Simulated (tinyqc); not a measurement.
Inside a calculation. Method: tight binding, kagome lattice. Computed by tinyqc, a small Python program that keeps every step. Settings: t1 = 0.85, t2 = 0.85, delta = 0.52, bands filled = 1. Command: `OMP_NUM_THREADS=1 python tinyqc.py 31049 31050 out.jsonl` (the two numbers bound the seeds that draw the settings). One thread of a shared host (Intel(R) Xeon(R) Processor @ 2.60GHz), about 0.01 s of CPU time with the checks.

## Bloch Hamiltonian at k

Parameters chosen for this model:
```
parameter     value                unit
t1         0.850000    eV, up triangles
t2         0.850000  eV, down triangles
delta      0.520000        eV on site C
```

k point k (fractions of the reciprocal vectors): [0.440000, -0.320000]

H_AB = -t1 - t2 exp(-i k.a1), H_AC = -t1 - t2 exp(-i k.a2), H_BC = -t1 - t2 exp(i k.(a1 - a2)), H_CC = delta.

H(k) at k (eV), order A, B, C:
```
[[0.000000, -0.059690+0.312906i, -0.488088-0.769103i],
 [-0.059690-0.312906i, 0.000000, -0.903372+0.848323i],
 [-0.488088+0.769103i, -0.903372-0.848323i, 0.520000]]
```

## Levels at k

Diagonalise the Hermitian matrix.

eigenvalues (eV): [-1.135608, -0.300067, 1.955675]

weights |c|^2 of the basis functions, order A, B, C:
```
[[0.133335, 0.684254, 0.182412],
 [0.406665, 0.309680, 0.283655],
 [0.460000, 0.006066, 0.533934]]
```

## Bloch Hamiltonian at K

k point K (fractions of the reciprocal vectors): [0.333333, 0.666667]

As before.

H(k) at K (eV), order A, B, C:
```
[[0.000000, -0.425000+0.736122i, -0.425000-0.736122i],
 [-0.425000-0.736122i, 0.000000, -0.425000+0.736122i],
 [-0.425000+0.736122i, -0.425000-0.736122i, 0.520000]]
```

## Levels at K

As before.

eigenvalues (eV): [-0.850000, -0.528353, 1.898353]

weights |c|^2 of the basis functions, order A, B, C:
```
[[0.500000, 0.216003, 0.283997],
 [0.500000, 0.216003, 0.283997],
 [0.000000, 0.567993, 0.432007]]
```

## Bands along a path

The same steps at evenly spaced points between the labelled ones.

Bands along the path (eV):
```
k             band 1     band 2    band 3
G          -3.238037   1.700000  2.058037
G-K 0.33   -2.849036   1.487328  1.881708
G-K 0.67   -1.873483   0.543269  1.850215
K          -0.850000  -0.528353  1.898353
K-M 0.33   -1.075911  -0.338586  1.934497
K-M 0.67   -1.359364  -0.087199  1.966563
M          -1.459767          0  1.979767
M-K' 0.33  -1.359364  -0.087199  1.966563
M-K' 0.67  -1.075911  -0.338586  1.934497
K'         -0.850000  -0.528353  1.898353
```

With 1 band(s) filled, the highest filled level on these points lies at K' and the lowest empty one at K': a gap of 0.3216 eV, direct.
